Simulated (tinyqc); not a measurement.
Worked calculation: round or elliptic silicon nanowire with anisotropic valleys (Ritz method). Values are carried at full precision from step to step, so a last printed digit may differ when a step is redone from the rounded ones.

Wire along x = [110] on a (001) wafer, y = [-110], z = [001]. Valley groups (w = inverse masses): A, two valleys along z: w_y = 1/mt, w_z = 1/ml, m_x = mt; B, four valleys in the wafer plane: w_y = (1/ml + 1/mt)/2, w_z = 1/mt, m_x = (ml + mt)/2.

Constants: hbar^2/2m0 = 3.80998211 eV angstrom^2; kB = 8.617333262e-05 eV/K.

Parameters, chosen for this exercise (near those of a Si nanowire; the results hold for these values, not for the real material): ml = 0.928 m0 (longitudinal mass); mt = 0.187 m0 (transverse mass); a = 33 angstrom (semi-axis along y); b = 33 angstrom (semi-axis along z); group = B (valley group worked out); T = 300 K (temperature).

## Stretching the ellipse

Scaling y by 1/sqrt(w_y) and z by 1/sqrt(w_z) makes the mass 1 and the semi-axes A = a/sqrt(w_y), B = b/sqrt(w_z). List them with the one-function estimate 3c (1/A^2 + 1/B^2) and the slender limit c (pi/2s)^2 (1 + 2s/(pi l)), s and l the smaller and larger of A, B; c = hbar^2/2m0.

Groups:
```
group  g      A      B  axis ratio  one function (eV)  slender limit (eV)
A      2  14.27  31.79       2.228             0.0674              0.0594
B      4  18.41  14.27       1.290             0.0898              0.0689
```

The one-function value suits axis ratios near 1 and the slender limit ratios well above 2.

## Matrices of three even functions

Hard wall on the ellipse (y/a)^2 + (z/b)^2 = 1, c = hbar^2/2m0. With u = y/a, v = z/b the operator is -c [(w_y/a^2) d2/du2 + (w_z/b^2) d2/dv2] on the unit disc. Basis (1 - u^2 - v^2) u^i v^j; S, X and Y are the disc integrals of f f', (df/du)(df'/du) and (df/dv)(df'/dv), from the integral of u^p v^q = 2 Gamma((p+1)/2) Gamma((q+1)/2)/((p + q + 2) Gamma((p+q+2)/2)) for even p, q; H = c (w_y X/a^2 + w_z Y/b^2).

Basis 1, u^2, v^2 times (1 - u^2 - v^2); form S and H for the chosen group.

S, rows 1, u^2, v^2 and columns alike:
```
[[1.047198, 0.130900, 0.130900],
 [0.130900, 0.039270, 0.013090],
 [0.130900, 0.013090, 0.039270]]
```

H (meV), rows 1, u^2, v^2 and columns alike:
```
[[94.0866, 15.6811, 15.6811],
 [15.6811, 11.7654, 1.9601],
 [15.6811, 1.9601, 15.6765]]
```

## Lowest level in this basis

Solve H p = E S p for the wire level; give E, the ratios p2/p1 and p3/p1, and H11/S11.

E = 86.5 meV

ratios: [-0.49, -0.32]

one function = 89.8 meV

The two added functions lower the level by 3.4 meV (3.8 %), mostly by narrowing the state along u, the direction in which the stretched ellipse is long.

## Subbands

Converged values use 21 functions of each parity class (e or o in u, then in v).

The nine lowest levels of all groups and parity classes.

Subbands:
```
group, parity  g  m_x (m0)  E (eV)
A ee           2    0.1870  0.0639
B ee           4    0.5575  0.0864
A eo           2    0.1870  0.1067
A ee           2    0.1870  0.1651
B oe           4    0.5575  0.1919
A oe           2    0.1870  0.2153
A eo           2    0.1870  0.2397
B eo           4    0.5575  0.2467
A oo           2    0.1870  0.2833
```

At 300 K and without degeneracy the populations go as g sqrt(m_x) exp(-E/kB T): among these nine the lowest level holds 37 % and the light transport mass mt 45 % of the electrons.

## Checks

- Circle of radius a with both masses mt against c (2.404826/R)^2/m, eV: both 0.1082.

Program tinyqc; command `OMP_NUM_THREADS=1 python tinyqc.py 1282423 1282424 out.jsonl`; about 0.08 s on one thread of a shared Intel(R) Xeon(R) Processor @ 2.30GHz.
